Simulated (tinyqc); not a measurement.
The first four gaps: longitudinal sound in a periodic multilayer: transfer matrices, stop bands and folded phonons. Computed by tinyqc, a small Python program. Command: `OMP_NUM_THREADS=1 python tinyqc.py 3004982 3004983 out.jsonl multilayer walk`. One thread of a shared host (Intel(R) Xeon(R) Processor @ 2.30GHz), about 0.01 s of CPU time with the checks.

Layers 1 and 2 repeat with period d = d_1 + d_2; waves travel normal to the layers, without loss. State vector (u, s): displacement u and stress divided by omega. Impedances Z = rho v are in 1e6 kg/(m^2 s).

Inputs (values chosen for the exercise, modelled on silica (layer 1), platinum (layer 2) and silica (substrate)):
```
quantity            value    unit
density rho_1        2.22  g/cm^3
velocity v_1         6050     m/s
thickness d_1         855      nm
density rho_2        21.5  g/cm^3
velocity v_2         4160     m/s
thickness d_2        1400      nm
substrate density    2.23  g/cm^3
substrate velocity   5890     m/s
```

Method:
- Z = rho v; interface reflection r = (Z_2 - Z_1)/(Z_2 + Z_1) (stress amplitude, from 1 into 2); Bragg frequency f_B = 1/[2 (d_1/v_1 + d_2/v_2)]; long-wave velocity v_eff = d/sqrt[(d_1/v_1)^2 + (d_2/v_2)^2 + (Z_1/Z_2 + Z_2/Z_1)(d_1/v_1)(d_2/v_2)].
- A layer maps (u, s) by [[cos p, sin p/Z], [-Z sin p, cos p]], p = 2 pi f d_i/v_i; one period is M = M_2 M_1, and cos(q d) = trace(M)/2.
- Gap m contains m f_B; its edges, where trace(M)/2 = (-1)^m, are found by root search. Weak-contrast estimate of the width: (4 f_B/pi) |r sin(m pi a)|, a = (d_1/v_1)/(d_1/v_1 + d_2/v_2).

Bragg frequency f_B = 1.04633 GHz

Z_1 = 13.431

Z_2 = 89.44

interface reflection r = 0.738877

Stop bands (GHz):
```
m  lower edge  upper edge   width  weak-contrast estimate
1      0.5296      1.3857  0.8561                 0.78854
2      1.6431      2.6455  1.0024                 0.94398
3      3.0056      3.3816  0.3760                 0.34152
4      3.8116      4.4000  0.5884                 0.53514
```

With a = 0.296, gap 2 is the widest and gap 3 the narrowest; gap m closes when m a is a whole number. The weak-contrast estimate misses the first width by -7.9 % at |r| = 0.74. Odd gaps open at the edge of the folded zone (q = pi/d), even ones at its centre.
